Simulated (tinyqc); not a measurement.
Tunnelling through a thin dielectric with one trap, as a tight-binding chain: sweeps and comparisons. A value that a table varies takes the place of the one given here.

Hopping -t everywhere, t = c/(m a^2), c = hbar^2/2m0; lead sites at 2t (band bottom 0), barrier sites 1 to N at 2t + phi, and site j has U besides. No voltage. Leads give S = -t exp(ika) on sites 1 and N, cos(ka) = 1 - E/(2t). T = (2 t sin(ka))^2 |G_1N|^2, G = (E - H - S)^-1. In the barrier cosh(q a) = 1 + (phi - E)/(2t).

Resonance: the lowest eigenvalue of H + S(E), iterated until its real part equals E (40 rounds from Eb = phi + 2t - sqrt(4t^2 + U^2), the level in an endless barrier). With v the normalised squared amplitudes of that state, Gamma_L = 2 t sin(ka) v_1, Gamma_R = 2 t sin(ka) v_N; Breit-Wigner T = Gamma_L Gamma_R/((E - Er)^2 + (Gamma_L + Gamma_R)^2/4).

Constants: hbar^2/2m0 = 3.80998211 eV angstrom^2.

Values chosen for the exercise (barrier and mass of the size used for HfO2 on silicon; not measured data):
- a = 3 angstrom (site spacing)
- m = 0.2 m0 (mass, the same in leads and barrier)
- phi = 1.72 eV (conduction edge of the barrier above that of the leads)
- N = 11 (barrier sites)
- j = 9 (site of the trap)
- U = -3.44 eV (extra energy on the trap site)
- E = 0.5 eV (electron energy)

## Transmission around the level

Er = 0.47651 eV

widths (meV): left 0.012083, right 94.738

Energies Er + x (Gamma_L + Gamma_R).

T:

| x | E (eV) | chain | Breit-Wigner | no trap |
|---|---|---|---|---|
| -3.0 | 0.1923 | 1.96e-06 | 1.38e-05 | 2.36e-08 |
| -1.0 | 0.3818 | 6.07e-05 | 0.000102 | 1.19e-07 |
| -0.5 | 0.4291 | 0.000202 | 0.000255 | 1.71e-07 |
| 0.0 | 0.4765 | 0.000508 | 0.000510 | 2.43e-07 |
| 0.5 | 0.5239 | 0.000350 | 0.000255 | 3.44e-07 |
| 1.0 | 0.5713 | 0.000194 | 0.000102 | 4.86e-07 |
| 3.0 | 0.7608 | 8.51e-05 | 1.38e-05 | 1.93e-06 |
| 8.0 | 1.2345 | 0.000250 | 1.98e-06 | 8.58e-05 |

What can be read from the table?

At Er the chain gives 0.000508, 2.09e+03 times the value without trap, and Breit-Wigner 0.000510. In the wings the single pole gives 7.04 times the chain value at x = -3 and 0.00792 times at x = 8, because the widths and the level shift change with energy.

## Where a trap does most harm

The trap is moved through the barrier. The area under the resonance, 2 pi Gamma_L Gamma_R/(Gamma_L + Gamma_R), sets the current through it.

Against position:

| j | Er (eV) | Gamma_L (meV) | Gamma_R (meV) | peak | area (meV) |
|---|---|---|---|---|---|
| 3 | 0.4765 | 94.7 | 0.0121 | 0.000510 | 0.0759 |
| 4 | 0.4942 | 22.3 | 0.0583 | 0.0104 | 0.365 |
| 5 | 0.4976 | 5.10 | 0.261 | 0.186 | 1.56 |
| 6 | 0.4981 | 1.16 | 1.16 | 1.00 | 3.63 |
| 7 | 0.4976 | 0.261 | 5.10 | 0.186 | 1.56 |
| 8 | 0.4942 | 0.0583 | 22.3 | 0.0104 | 0.365 |
| 9 | 0.4765 | 0.0121 | 94.7 | 0.000510 | 0.0759 |

How do the results move?

The area is largest at j = 6 (3.63 meV) and 47.9 times smaller at j = 3: the slower of the two steps limits the current, so traps in the middle carry most. Each site towards a lead multiplies its width by about 4.40, close to exp(2 q a) = 4.41 at Eb.

## Direct against trap-assisted paths

N odd, the trap in the middle, j = (N + 1)/2. Direct T is that without trap at the energy Er; area = 2 pi Gamma_L Gamma_R/(Gamma_L + Gamma_R). The exponents are the slopes of the logarithms between the last two rows, per angstrom.

Against thickness:

| N | N a (angstrom) | Er (eV) | direct T | area (meV) |
|---|---|---|---|---|
| 5 | 15.0 | 0.4483 | 0.00173 | 283 |
| 7 | 21.0 | 0.4894 | 0.000104 | 69.1 |
| 9 | 27.0 | 0.4966 | 5.50e-06 | 16.0 |
| 11 | 33.0 | 0.4981 | 2.85e-07 | 3.63 |
| 13 | 39.0 | 0.4984 | 1.46e-08 | 0.825 |
| 15 | 45.0 | 0.4985 | 7.52e-10 | 0.187 |
| 17 | 51.0 | 0.4985 | 3.86e-11 | 0.0423 |

exponents (1/angstrom): direct 0.4950, through the trap 0.2475

What does this show, and why?

The direct path falls as exp(-0.495 d) and the path through a central trap as exp(-0.247 d), 2.00 times more slowly, since each step crosses half the layer. From 5 to 17 sites the first loses 7.7 decades and the second 3.8: in thicker layers even few traps rule the leakage. Inelastic capture with phonons is left out.

## What each parameter does

Resonance and log10 T at E. Each row changes one parameter from the base and keeps the others.

Results:

| case | Er (eV) | Gamma_L (meV) | Gamma_R (meV) | log10 T |
|---|---|---|---|---|
| base | 0.4765 | 0.01208 | 94.74 | -3.326 |
| m = 0.184 m0 | 0.5538 | 0.02849 | 120.8 | -3.389 |
| phi = 1.82 eV | 0.5812 | 0.01282 | 99.35 | -4.031 |
| N = 12 | 0.4942 | 0.01317 | 22.27 | -2.713 |
| j = 8 | 0.4942 | 0.05827 | 22.27 | -2.070 |
| U = -3.337 eV | 0.5439 | 0.01665 | 103.3 | -3.520 |

What can be read from the table?

The largest shifts from the base row, up to three for each result and ties (the steps differ in size, so this ranks the rows, not the parameters). Er (eV): phi +0.1046, m +0.0773, U +0.0674. Gamma_L (meV): j +0.0462, m +0.0164, U +0.00456. Gamma_R (meV): j -72.5, N -72.5, m +26.1. log10 T: j +1.255, phi -0.705, N +0.613.

tinyqc: `OMP_NUM_THREADS=1 python tinyqc.py 1480051 1480052 out.jsonl`; about 0.1 s, one thread, shared Intel(R) Xeon(R) Processor @ 2.30GHz.
